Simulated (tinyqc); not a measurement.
## Gated two-dimensional channel with two bands, quantum capacitance: effect of the gate voltage

phi is the Fermi level above the lowest band edge, in volts; Vg is counted from the gate voltage at which an empty channel would have phi = 0. The channel has no thickness; trap charge is -q Dit phi.

D1 = gv md m0 q/(pi hbar^2), D2 = g2 m2 m0 q/(pi hbar^2) per eV; n1 = D1 Vt ln(1 + exp(phi/Vt)), n2 = D2 Vt ln(1 + exp((phi - E2)/Vt)), n = n1 + n2; Cq = q dn/dphi = q [D1/(1 + exp(-phi/Vt)) + D2/(1 + exp((E2 - phi)/Vt))]. Cox = eps0 eox/tox; Vg = phi + q (n + Dit phi)/Cox. 1/C_G = 1/Cox + 1/(Cq + q Dit); dphi/dVg = Cox/(Cox + Cq + q Dit).

Values chosen for this exercise; lowest band close to that of a thin germanium body:
- T = 400 K (temperature)
- eox = 3.9 (relative permittivity of the gate insulator (close to silicon dioxide))
- tox = 9.1 nm (insulator thickness)
- md = 0.0858 m0 (in-plane mass)
- gv = 1 (valley degeneracy)
- m2 = 0.19 m0 (in-plane mass of a second band, chosen freely)
- g2 = 4 (valley degeneracy of that band, chosen freely)
- E2 = 0.19 eV (second band edge above the first)
- Dit = 5e11 cm^-2 eV^-1 (density of traps)

Constants: q = 1.602176634e-19 C, kB = 1.380649e-23 J/K, hbar = 1.054571817e-34 J s, m0 = 9.1093837015e-31 kg, Vt = kB T/q, eps0 = 8.8541878128e-14 F/cm where lengths are in cm. Results are converted to the units shown.

The same in every row: Cox (uF/cm^2) = 0.3795.

Result of one run:

| phi (V) | n (cm^-2) | Cq (uF/cm^2) | C_G (uF/cm^2) | dphi/dVg | share of the second band (%) |
|---|---|---|---|---|---|
| -0.05859 | 2.154e11 | 0.9247 | 0.2754 | 0.2741 | 3.747 |

Which gate voltage Vg gave this result: -0.09, 0.02, 0.13, 0.47 or 0.58 V?

Vg = 0.02 V.

The whole series:

| Vg (V) | phi (V) | n (cm^-2) | Cq (uF/cm^2) | C_G (uF/cm^2) | dphi/dVg | share of the second band (%) |
|---|---|---|---|---|---|---|
| -0.2 | -0.1685 | 9.608e9 | 0.04450 | 0.09380 | 0.7528 | 3.465 |
| -0.09 | -0.09893 | 7.063e10 | 0.3197 | 0.1947 | 0.4869 | 3.546 |
| 0.02 | -0.05859 | 2.154e11 | 0.9247 | 0.2754 | 0.2741 | 3.747 |
| 0.13 | -0.03420 | 4.060e11 | 1.629 | 0.3105 | 0.1817 | 4.032 |
| 0.24 | -0.01692 | 6.170e11 | 2.306 | 0.3274 | 0.1372 | 4.378 |
| 0.36 | -0.002198 | 8.589e11 | 2.972 | 0.3375 | 0.1106 | 4.817 |
| 0.47 | 0.009081 | 1.087e12 | 3.513 | 0.3432 | 0.09552 | 5.275 |
| 0.58 | 0.01899 | 1.319e12 | 3.996 | 0.3471 | 0.08516 | 5.789 |
| 0.69 | 0.02792 | 1.554e12 | 4.432 | 0.3500 | 0.07758 | 6.361 |
| 0.8 | 0.03612 | 1.791e12 | 4.830 | 0.3522 | 0.07173 | 6.993 |

As Vg goes from -0.2 to 0.8, Cq rises from 0.0445 to 4.83 uF/cm^2, C_G/Cox rises from 0.247 to 0.928 and n rises from 9.61e9 to 1.79e12 cm^-2. Cq is below Cox for Vg = -0.2, -0.09; there the density of states limits the response dn/dVg more than the insulator does.

Program tinyqc, `OMP_NUM_THREADS=1 python tinyqc.py 2200118 2200119 out.jsonl`; Intel Xeon 2.30GHz, shared host, one thread, about 0.01 s.
